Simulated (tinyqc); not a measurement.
# Worked calculation: frequency dispersion of an accumulation capacitance by border traps, distributed model

Program tinyqc, `OMP_NUM_THREADS=1 python tinyqc.py 2202126 2202127 out.jsonl`; Intel Xeon 2.30GHz, shared host, one thread, about 0.3 s. Printed values are rounded.

Traps spread evenly through the insulator exchange electrons with the semiconductor by tunnelling, with tau(x) = t0 exp(2 ka x) at depth x from the interface. The admittance per area Y seen at depth x obeys dY/dx = -Y^2/(i w eps0 eox) + q Nb ln(1 + i w tau)/tau, with Y(0) = i w Cs and w = 2 pi f; the gate sees Y(tox) = G + i w C. Working variable y = Y/(i w), in uF/cm^2. Cox = eps0 eox/tox.

Values chosen for this exercise; permittivity close to that of zirconium oxide:
- eox = 22 (relative permittivity of the insulator)
- tox = 3.4 nm (insulator thickness)
- Cs = 1.2 uF/cm^2 (semiconductor capacitance in accumulation)
- Nb = 1.2e19 cm^-3 eV^-1 (density of border traps)
- ka = 4.8 1/nm (decay constant of the wave function in the insulator)
- t0 = 5e-9 s (time constant of a trap at the interface)
- f = 1000 Hz (frequency)
- xe = 1.6 nm (depth down to which the steps are taken)

Constants: q = 1.602176634e-19 C, eps0 = 8.8541878128e-14 F/cm where lengths are in cm. Results are converted to the units shown.

## Scales and lumped estimate

Cox; trap-free value 1/(1/Cox + 1/Cs); response depth d = ln(1/(w t0))/(2 ka), where w tau = 1; lumped estimate: all traps within d act as C_bt = q Nb d placed at d/2, so C = 1/{1/[1/(1/Cs + d/(2 eps0 eox)) + C_bt] + (tox - d/2)/(eps0 eox)}.

Cox = 5.72918 uF/cm^2
trap-free C = 0.992183 uF/cm^2
d = 1.08002 nm
C_bt = 0.207646 uF/cm^2
lumped C = 1.13989 uF/cm^2

The traps within reach amount to 0.173 Cs and lie in the first 31.8 % of the insulator.

## Midpoint steps through the active depth

In terms of y: dy/dx = -y^2/(eps0 eox) + s(x), s = q Nb ln(1 + z)/z, z = i w tau. 8 midpoint steps of h = xe/8: y_half = y + (h/2) y'(x, y), y(new) = y + h y'(x + h/2, y_half).

```
point  x (nm)    s (uF/(cm^2 nm))       y (uF/cm^2)
0           0  0.192261-0.000003i  1.20000+0.00000i
1         0.2  0.192261-0.000021i  1.22337+0.00000i
2         0.4  0.192261-0.000141i  1.24617-0.00001i
3         0.6  0.192255-0.000958i  1.26839-0.00008i
4         0.8  0.191966-0.006522i  1.29003-0.00058i
5           1  0.180018-0.040386i  1.31071-0.00391i
6         1.2  0.076850-0.072885i  1.32078-0.01803i
7         1.4  0.013582-0.027376i  1.30966-0.02721i
8         1.6  0.002043-0.006520i  1.29332-0.02917i
```

## Capacitance and conductance at the gate

y at xe = 1.29332-0.02917i uF/cm^2

Beyond xe the traps are ignored, so 1/y(tox) = 1/y(xe) + (tox - xe)/(eps0 eox); C = Re y, G/w = -Im y, loss tangent G/(w C).

y at the gate = 1.15531-0.02328i uF/cm^2
C = 1.15531 uF/cm^2
G/w = 0.0232759 uF/cm^2
loss tangent = 0.0201469

A fine integration over the whole insulator gives C = 1.1555 and G/w = 0.02374 uF/cm^2; the coarse G/w is 2.0 % below that. The fine C is 16 % above the trap-free value, and the lumped estimate is 1.4 % below the fine result.
